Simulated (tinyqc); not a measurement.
## Thin film between two gates, subbands and threshold shift from confinement: confinement against the film thickness

Undoped body with a flat potential across it, hard walls, transport along x. One isotropic valley (g = 1, mx = my = mz = me). Non-parabolicity enters the subband edges through E (1 + al E) = gamma, so E = 2 gamma/(1 + sqrt(1 + 4 al gamma)); motion within a subband is taken as parabolic with the band-edge mass. Energies are counted from the bulk band edge.

gamma = C (pi k/(t + dl))^2/mz, C = hbar^2/(2 m0). Each subband has N_k = g sqrt(mx my) m0 kB T/(pi hbar^2); without degeneracy n = exp(EF/Vt) sum N_k exp(-E_k/Vt). Classical value Nc times t, Nc = sum over valleys of 2 g (m m0 kB T/(2 pi hbar^2))^1.5 with m = (mx my mz)^(1/3). Threshold shift dVT = Vt ln(classical value/sum N_k exp(-E_k/Vt)). With degeneracy n = sum N_k F((EF - E_k)/Vt), F(x) = ln(1 + exp(x)); gate: Vg = EF + q n/(Cg P), P = 2 (both faces), summed over the 60 lowest subbands at most, with Vg counted from the value that would put EF at the bulk band edge of an empty body. The last two columns are for Vg = 0.7 V; sensitivity d(dVT)/dt by central differences between 0.99 and 1.01 times the value.

Parameters, values chosen for the exercise; masses close to those of InAs: temperature T = 300 K; mass at the band edge me = 0.0232 m0; non-parabolicity al = 3 1/eV; widening of the box by penetration into the insulator dl = 0 nm; gate capacitance per area of interface Cg = 3.6 uF/cm^2.

Constants: q = 1.602176634e-19 C, kB = 1.380649e-23 J/K, hbar = 1.054571817e-34 J s, m0 = 9.1093837015e-31 kg, Vt = kB T/q, hbar^2/(2 m0) = 0.0380998212 eV nm^2. Results are converted to the units shown.

Confinement against the film thickness:
```
t (nm),E_1 (meV),gap to the next edge (meV),dVT (mV),sensitivity (mV/nm),n/P (cm^-2),share of the lowest subband (%)
3,625.8,766.0,567.9,-243.9,3.050e11,100.0
3.8,467.3,600.7,415.4,-148.5,9.276e11,100.0
4.8,345.5,470.6,299.6,-90.02,1.413e12,99.99
6.1,249.2,364.2,209.6,-53.00,1.875e12,94.95
7.7,178.2,281.5,144.5,-30.97,2.581e12,76.40
9.8,123.2,212.9,95.84,-17.17,3.233e12,64.89
12,88.87,166.2,66.69,-10.11,3.882e12,54.71
16,54.43,113.9,39.41,-4.471,4.797e12,43.65
20,36.52,82.83,26.54,-2.280,5.529e12,36.59
```

As t grows from 3 to 20 nm, E_1 falls from 626 to 36.5 meV and dVT falls from 568 to 26.5 mV. E_1 goes as t^(-1.24) at the thin end (-2 for a parabolic band without penetration); a thickness error of 0.2 nm moves the threshold by 49 mV in the first row and 0.46 mV in the last. The charge per interface area rises from 3.05e11 to 5.53e12 cm^-2. For t = 7.7, 9.8, 12, 16, 20 the charge in the last two columns would bend the potential across the body noticeably, which is left out.

Range of the model: Non-parabolicity also makes carriers heavier within each subband, which is left out, so densities of states are understated at high energy.

Computed by the program tinyqc: `OMP_NUM_THREADS=1 python tinyqc.py 2350005 2350006 out.jsonl`, one thread of a shared Intel Xeon 2.30GHz, about 0.02 s for the whole run.
